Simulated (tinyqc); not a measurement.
Inside a calculation. Model: Bloch-Grueneisen resistivity of a metal. Computed by tinyqc, a small Python program that keeps every step. Command: `OMP_NUM_THREADS=1 python tinyqc.py 3005724 3005725 out.jsonl bg walk`. One thread of a shared host (Intel(R) Xeon(R) Processor @ 2.30GHz), about 0.01 s of CPU time with the checks. Intermediate numbers are printed to about 5 digits and carried at full precision; extremes and crossings named in words are read from the listed rows.

Electrons scatter from a Debye spectrum of phonons (n = 5 for scattering within one band, n = 3 for scattering into a second, heavy band) and from static defects.

Inputs (values chosen for the exercise, modelled on silver):
```
quantity,value,unit
exponent n,5,-
Debye temperature Theta,213,K
transport coupling lambda_tr,0.11,-
Drude plasma energy hbar w_p,8.9,eV
residual resistivity rho_0,0.026,microohm cm
temperature T,20,K
```

Addition: none.

Constants: k_B = 1.380649e-23 J/K; hbar = 1.054571817e-34 J s; eps_0 = 8.8541878128e-12 F/m; hbar = 6.582119569e-16 eV s; k_B = 8.617333262e-05 eV/K.

## Scale of the phonon resistivity

rho_ph = (n - 1) rho_1 (T/Theta)^n J_n(Theta/T), with rho_1 = 2 pi lambda_tr k_B Theta/(hbar eps_0 w_p^2), the high-temperature line at T = Theta.

rho_1 = 1.1906 microohm cm

## The integral and the phonon part

J_n(y) = int_0^y x^n e^x/(e^x - 1)^2 dx, by 96 Gauss-Legendre points (upper limit at most 60).

Theta/T = 10.65

J_n = 118.89

phonon resistivity rho_ph = 0.0041326 microohm cm

This is 3.7 % of the straight line rho_1 T/Theta.

## Total resistivity and derived numbers

Matthiessen's rule: rho = rho_0 + rho_ph. Temperature coefficient (1/rho) d rho/dT by a central difference of +/- 0.5 K; residual ratio rho(295 K)/rho(4.2 K); scattering time tau = 1/(eps_0 w_p^2 rho); Wiedemann-Franz kappa = L_0 T/rho, L_0 = (pi^2/3)(k_B/e)^2.

resistivity rho = 0.030133 microohm cm

temperature coefficient = 32.312 1e-3/K

residual resistance ratio = 62.615

scattering time = 2050.1 fs

Wiedemann-Franz conductivity = 1621.5 W/(m K)

The coefficient is 0.646 times 1/T; the temperature-independent part dilutes it.

## Limits of the phonon part

Low T: (n - 1) n! zeta(n) rho_1 (T/Theta)^n. High T: rho_1 (T/Theta) [1 - (n - 1)/(12 (n + 1)) (Theta/T)^2].

Resistivities (microohm cm):
```
T (K),rho_ph,low-T law,straight line,line with correction,total rho
6.4,1.4513e-05,1.4513e-05,0.0358,-,0.0260
11.0,2.1765e-04,2.1768e-04,0.0615,-,0.0262
17.0,1.8922e-03,1.9191e-03,0.0950,-,0.0279
26.0,1.3360e-02,1.6059e-02,0.1453,-,0.0394
43.0,7.8677e-02,1.9870e-01,0.2404,-,0.1047
75.0,2.7643e-01,3.2075e+00,0.4192,0.2314,0.3024
110.0,5.0286e-01,2.1768e+01,0.6149,0.4868,0.5289
170.0,8.7201e-01,1.9191e+02,0.9502,0.8674,0.8980
260.0,1.4004e+00,1.6059e+03,1.4533,1.3991,1.4264
430.0,2.3711e+00,1.9870e+04,2.4035,2.3708,2.3971
```

The low-T law holds to 10 % up to 17 K, the straight line from 170 K on. The local exponent of rho_ph falls from 5.00 to 1.05. Phonons overtake the residual resistivity between 26.0 and 43.0 K.

Checks made by the program: J_n at large argument against n! zeta(n) (relative difference below 1e-10).
